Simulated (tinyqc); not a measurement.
What each parameter does: sp3s* tight binding.

sp3s* tight binding, nearest neighbours only: anion (a) at 0, cation (c) at a/4 (1,1,1), orbitals s, px, py, pz, s* on each; k in units of 2 pi/a. With phases e_j = exp(i (pi/2) k.n_j) for n = (1,1,1), (1,-1,-1), (-1,1,-1), (-1,-1,1): g0 = (e1+e2+e3+e4)/4, g1 = (e1+e2-e3-e4)/4, g2 = (e1-e2+e3-e4)/4, g3 = (e1-e2-e3+e4)/4. The diagonal holds the levels Esa, Epa, Exa (s*) and Esc, Epc, Exc. Anion-cation block: <sa|sc> = Vss g0; <sa|xc> = Vsapc g1; <xa|sc> = -Vscpa g1; <xa|xc> = Vxx g0; <xa|yc> = <ya|xc> = Vxy g3, <xa|zc> = <za|xc> = Vxy g2, <ya|zc> = <za|yc> = Vxy g1; <s*a|xc> = Vxapc g1; <xa|s*c> = -Vpaxc g1; y and z take g2 and g3 in place of g1; s-s* and s*-s* vanish.

Inputs chosen for the exercise (near a published set for Ge, fitted to gaps, whose masses and valley positions are rough; not measured data):
- Esa = -5.959 eV (s level of the anion)
- Epa = 1.614 eV (p level of the anion)
- Esc = -5.959 eV (s level of the cation)
- Epc = 1.614 eV (p level of the cation)
- Exa = 6.438 eV (s* level of the anion)
- Exc = 6.438 eV (s* level of the cation)
- Vss = -6.867 eV (s-s)
- Vxx = 1.627 eV (px-px)
- Vxy = 4.862 eV (px-py)
- Vsapc = 5.409 eV (s anion, p cation)
- Vscpa = 5.409 eV (s cation, p anion)
- Vxapc = 5.18 eV (s* anion, p cation)
- Vpaxc = 5.18 eV (p anion, s* cation)

Gaps from the top of the valence band at Gamma; Delta is the minimum on (x,0,0), 0.5 <= x <= 1. A change on one sublattice alone makes the two atoms unequal.

Results for these values:
```
case  Ev (eV)  gap Gamma (eV)  gap Delta (eV)  gap L (eV)
base  -0.0130          0.9210          0.8079      0.7566
```

What happens to each result for Vxapc = 5.38 eV, all else kept?

Answer: Ev does not change at the printed digits; gap Gamma does not change at the printed digits; gap Delta falls from 0.8079 to 0.7199; gap L falls from 0.7566 to 0.7177.

The same for each parameter in turn:
```
case              Ev (eV)  gap Gamma (eV)  gap Delta (eV)  gap L (eV)
base              -0.0130          0.9210          0.8079      0.7566
Vxapc = 5.38 eV   -0.0130          0.9210          0.7199      0.7177
Exc = 6.638 eV    -0.0130          0.9210          0.8417      0.7728
Esc = -5.759 eV   -0.0130          1.0217          0.8237      0.8130
Vscpa = 5.209 eV  -0.0130          0.9210          0.7471      0.6871
Esa = -6.259 eV   -0.0130          0.7726          0.7810      0.6738
Vpaxc = 5.48 eV   -0.0130          0.9210          0.6697      0.6970
```

Vxapc, Exc, Vscpa and Vpaxc cannot move Ev or the gap at Gamma, whose blocks do not hold them; s parameters never move Ev, and move the gap only where the lowest empty level at Gamma is s-like.

Run: tinyqc, `OMP_NUM_THREADS=1 python tinyqc.py 1450991 1450992 out.jsonl`; Intel(R) Xeon(R) Processor @ 2.30GHz, one thread, shared host; about 0.1 s of CPU time with all checks.
